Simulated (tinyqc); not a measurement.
Stretching all distances: RHF, UHF, MP2, CISD and CCSD against full CI in the sto-3g basis, for H3+, spin multiplicity 1. Computed by the program tinyqc with PySCF. All coordinates are multiplied by the scale. c0^2 is the weight of the RHF determinant in the lowest singlet FCI state (UHF is spin-contaminated and may lie near states of higher spin) and n(LUMO) the first natural occupation beyond the occupied space.

Geometry (angstrom):
```
atom       x       y       z
H     0.0000  0.0000  0.0000
H     0.0000  0.0000  0.8350
H     0.0000  0.7240  0.4180
```

Full CI energy (hartree) and errors against it (kcal/mol):
```
scale  distance 1-2 (angstrom)    E(FCI)     RHF     UHF     MP2   CISD   CCSD  <S^2> UHF   c0^2  n(LUMO)
0.950                    0.793  -1.23255  14.044  14.044   4.055  0.000  0.000      0.000  0.988    0.012
1.130                    0.944  -1.27294  16.674  16.674   5.034  0.000  0.000      0.000  0.983    0.017
1.490                    1.244  -1.23732  23.978  23.978   7.644  0.000  0.000      0.000  0.967    0.033
1.660                    1.386  -1.20080  28.702  28.702   9.243  0.000  0.000      0.000  0.956    0.044
1.840                    1.536  -1.15942  34.719  34.719  11.151  0.000  0.000   6.91e-05  0.940    0.060
2.020                    1.687  -1.11942  41.763  37.702  13.149  0.000  0.000      0.353  0.919    0.081
2.200                    1.837  -1.08321  49.707  35.777  15.010  0.000  0.000      0.592  0.895    0.105
2.380                    1.987  -1.05193  58.313  31.389  16.420  0.000  0.000      0.750  0.869    0.131
```

Estimate the missing row, scale = 1.31.

Computed row:
```
scale  distance 1-2 (angstrom)    E(FCI)     RHF     UHF    MP2   CISD   CCSD  <S^2> UHF   c0^2  n(LUMO)
1.310                    1.094  -1.26634  19.918  19.918  6.212  0.000  0.000      0.000  0.977    0.023
```

UHF parts from RHF first at scale 2.02 of those listed, where <S^2> leaves zero. The weight c0^2 goes from 0.99 to 0.87 and n(LUMO) from 0.01 to 0.13: static correlation grows as the bonds break into open-shell fragments. The spread of the error along the curve, which distorts its shape, is CCSD 0.0, CISD 0.0, MP2 12.4, UHF 23.7, RHF 44.3 kcal/mol. With two electrons CISD and CCSD are exact.
